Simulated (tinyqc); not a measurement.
# Quantum-well laser, gain and threshold, step by step

tinyqc, about 0.01 s, one thread, Intel Xeon 2.30GHz (shared host): `OMP_NUM_THREADS=1 python tinyqc.py 2840013 2840014 out.jsonl` Printed values are rounded.

One electron and one heavy-hole subband per well, parabolic, with equal sheet densities n of electrons and holes; k-conserving transitions, TE polarisation, no line broadening, so the gain starts as a step at E0 and peaks there. All wells are pumped alike.

Values chosen for this exercise; well values close to those of gallium arsenide:
- T = 400 K (temperature)
- E0 = 1.52 eV (lowest transition energy)
- me = 0.0717 m0 (in-plane electron mass)
- mh = 0.337 m0 (in-plane hole mass)
- Ep = 27.1 eV (Kane energy)
- nr = 3.59 (refractive index)
- Lw = 4 nm (well width)
- Nw = 6 (number of wells)
- Gw = 0.014 (optical confinement per well)
- ai = 2 1/cm (internal loss)
- Lc = 250 um (cavity length)
- R1 = 0.32 (front reflectance)
- R2 = 0.9 (back reflectance)
- A = 8e7 1/s (defect recombination coefficient)
- B = 9.4e-5 cm^2/s (radiative coefficient per well)
- C = 1.2e-17 cm^4/s (Auger coefficient per well)
- eta = 0.83 (injection efficiency)
- Wd = 5 um (stripe width)

Constants: q = 1.602176634e-19 C, kB = 1.380649e-23 J/K, eps0 = 8.8541878128e-12 F/m, hbar = 1.054571817e-34 J s, m0 = 9.1093837015e-31 kg, c = 299792458 m/s, Vt = kB T/q. Results are converted to the units shown.

## Densities of states, saturated gain and threshold gain

Nc = me kB T/(pi hbar^2), Nv = mh kB T/(pi hbar^2), mr = me mh/(me + mh) in m0, g0(E) = q^2 Ep mr/(4 nr eps0 c hbar E Lw) (squared momentum element m0 Ep/4, joint density of states mr/(pi hbar^2 Lw) for both spins). Mirror loss am = ln(1/(R1 R2))/(2 Lc); threshold gain gth = (ai + am)/(Nw Gw).

Nc = 1.032403e12 cm^-2
Nv = 4.852438e12 cm^-2
mr = 0.05912136 m0
g0(E0) = 16827.94 1/cm
am = 24.89590 1/cm
gth = 320.1892 1/cm

## Iteration 1: threshold density by Newton steps

n at the start = 4.4e11 cm^-2

fe = 1 - exp(-n/Nc) and fh = 1 - exp(-n/Nv) are the fillings of the two band edges; f = g0 (fe + fh - 1) - gth; f' = g0 [(1 - fe)/Nc + (1 - fh)/Nv]; n(new) = n - f/f'.

fe = 0.3470079
fh = 0.08668649
f = -9849.945 1/cm
f' = 1.381094e-8 cm
n after iteration 1 = 1.153199e12 cm^-2

## Iteration 2: threshold density by Newton steps

As before.

fe = 0.6727414
fh = 0.2115242
f = -2267.761 1/cm
f' = 8.068625e-9 cm
n after iteration 2 = 1.434258e12 cm^-2

## Course of the iteration: threshold density by Newton steps

Stop when n changes by less than 1000 cm^-2, or after 30 iterations. n must stay positive.

Course of the iteration:
```
iteration    n (cm^-2)  |change| (cm^-2)
1          1.153199e12           7.13e11
2          1.434258e12           2.81e11
3          1.465655e12           3.14e10
4          1.465990e12            3.35e8
5          1.465990e12            3.76e4
6          1.465990e12            < 1e-1
```

Converged in 6 iterations. At the end the number of correct digits about doubles with each step.

## Quasi-Fermi levels and threshold current

nth = 1.465990e12 cm^-2

Fc = Vt ln(exp(n/Nc) - 1) above the electron subband edge, Fv = Vt ln(exp(n/Nv) - 1) below the hole subband edge; gain extends from E0 to E0 + Fc + Fv. Jth = q Nw (A n + B n^2 + C n^3)/eta at n = nth, Ith = Jth Wd Lc; differential efficiency of both facets eta am/(ai + am).

Fc = 0.03940801 eV
Fv = -0.03592025 eV
width of the gain band = 0.003487764 eV
Jth = 413.5984 A/cm^2
Ith = 5.169980 mA
differential efficiency = 0.7682805

The electrons are degenerate and the holes not degenerate at the band edge. Defect, radiative and Auger recombination carry 33, 57 and 11 % of the threshold current. Transparency (g = 0) needs n = 1.42e12 cm^-2.

## Gain spectrum at threshold

E - E0, point 0 to 7 (eV): 0  0.0007  0.0014  0.0021  0.0028  0.0035  0.0042  0.0049

At photon energy E: fe = 1/(1 + exp(((mr/me)(E - E0) - Fc)/Vt)), fh = 1/(1 + exp(((mr/mh)(E - E0) - Fv)/Vt)), g = g0(E0)(E0/E)(fe + fh - 1).

```
point         fe         fh   g (1/cm)
0      0.7582809  0.2607464   320.1892
1      0.7551984  0.2600602   256.6523
2      0.7520894  0.2593752   192.7487
3      0.7489541  0.2586914   128.4807
4      0.7457925  0.2580088    63.8506
5      0.7426048  0.2573273    -1.1391
6      0.7393911  0.2566471   -66.4858
7      0.7361515  0.2559680  -132.1866
```

The gain turns into absorption at E - E0 = Fc + Fv = 0.00349 eV (Bernard-Duraffourg condition), inside the listed range.
